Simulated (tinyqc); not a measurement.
Stillinger-Weber potential for a tetrahedral semiconductor: one step, computed by the program tinyqc. Command: `OMP_NUM_THREADS=1 python tinyqc.py 3025248 3025249 out.jsonl swsi walk`. One thread of a shared host (Intel(R) Xeon(R) Processor @ 2.30GHz), about 0.03 s of CPU time with the checks.

With x = r/sigma: pair term eps A (B x^-4 - 1) exp(1/(x - a)); for each pair of neighbours j, k of atom i, three-body term eps lambda exp(gamma/(x_ij - a) + gamma/(x_ik - a)) (cos theta_jik + 1/3)^2; both vanish beyond x = a. A = 7.049556277, B = 0.6022245584, a = 1.8.

Problem. A trimer. Atom 1 binds atoms 2 and 3 at the angle theta; the third side follows from the cosine rule. Sum the three pair terms and the three-body terms centred on each atom.

Inputs (values chosen for the exercise, modelled on silicon):

| quantity | value | unit |
|---|---|---|
| energy scale eps | 2.216 | eV |
| length scale sigma | 2.096 | angstrom |
| three-body strength lambda | 23.1 | - |
| gamma | 1.2 | - |
| bond 1 of the trimer | 2.2 | angstrom |
| bond 2 of the trimer | 2.53 | angstrom |
| angle of the trimer theta | 82.5 | degrees |

Give: distance 2-3; pair terms; three-body term at atom 1; three-body terms at atoms 2 and 3; energy of the trimer.

Solution.

distance 2-3 = 3.1286 angstrom

pair terms (eV): 1-2 -2.0761, 1-3 -2.0720, 2-3 -0.5304

three-body term at atom 1 = 0.29411 eV

three-body terms at atoms 2 and 3 = 0.33113 eV

energy of the trimer = -4.0533 eV

The cut-off is 3.773 angstrom, so atoms 2 and 3 interact directly.
